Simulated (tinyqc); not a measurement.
# Biaxially strained (001) channel, valley splitting in an inversion layer: effect of the temperature

A thin layer grown on a relaxed buffer is stretched in the plane. The two valleys with their long axis along the growth direction (D2) sink against the four in-plane ones (D4); confinement in a triangular well splits them too. Only the lowest subband of each set is kept; one relaxation time, so the weakening of intervalley scattering is left out.

e_par = b1 x, e_perp = -2 (c12/c11) e_par, splitting D = Xu (e_par - e_perp), in-plane stress (c11 + c12 - 2 c12^2/c11) e_par. Levels E(m) = 2.33811 (hbar^2 q^2 F^2/(2 m))^(1/3): E2 = E(ml), E4 = E(mt) + D; N2 = 2 mt kB T/(pi hbar^2), N4 = 4 sqrt(mt ml) kB T/(pi hbar^2). EF solves Ns = N2 ln(1 + exp((EF - E2)/Vt)) + N4 ln(1 + exp((EF - E4)/Vt)); f2 is the share in D2, and 1/mc = f2/mt + (1 - f2)(1/mt + 1/ml)/2. The gain is mc(x = 0)/mc.

Inputs (values chosen for the exercise); values close to those of silicon on relaxed silicon-germanium: germanium share of the relaxed buffer x = 0.19; lattice mismatch per unit x b1 = 0.0418; elastic constant c11 = 164 GPa; elastic constant c12 = 63.9 GPa; shear deformation potential Xu = 8.91 eV; longitudinal mass ml = 0.923 m0; transverse mass mt = 0.193 m0; confining field F = 0.92 MV/cm; inversion density Ns = 6.3e11 cm^-2.

Constants: q = 1.602176634e-19 C, kB = 1.380649e-23 J/K, hbar = 1.054571817e-34 J s, m0 = 9.1093837015e-31 kg, Vt = kB T/q, hbar^2/(2 m0) = 0.0380998212 eV nm^2. Results are converted to the units shown.

The same in every row: D (meV) = 125.91.

Results:

| T (K) | f2 without strain | f2 | mc (m0) | gain |
|---|---|---|---|---|
| 150 | 0.99917 | 1.0000 | 0.19300 | 1.0003 |
| 195 | 0.99405 | 1.0000 | 0.19300 | 1.0024 |
| 240 | 0.97984 | 0.99995 | 0.19300 | 1.0080 |
| 285 | 0.95435 | 0.99971 | 0.19302 | 1.0183 |
| 330 | 0.91890 | 0.99894 | 0.19308 | 1.0327 |
| 375 | 0.87678 | 0.99713 | 0.19322 | 1.0500 |
| 465 | 0.78625 | 0.98825 | 0.19390 | 1.0873 |

Estimate the missing row, T = 420 K.

Computed row:

| T (K) | f2 without strain | f2 | mc (m0) | gain |
|---|---|---|---|---|
| 420 | 0.83161 | 0.99373 | 0.19348 | 1.0687 |

With this row back in the table: As T goes from 150 to 465 K, f2 falls from 1.00 to 0.988 (without strain: it falls from 0.999 to 0.786) and the gain rises from 1.00 to 1.09.

Numbers from tinyqc (`OMP_NUM_THREADS=1 python tinyqc.py 2530070 2530071 out.jsonl`; about 0.01 s on one thread of a shared Intel Xeon 2.30GHz).
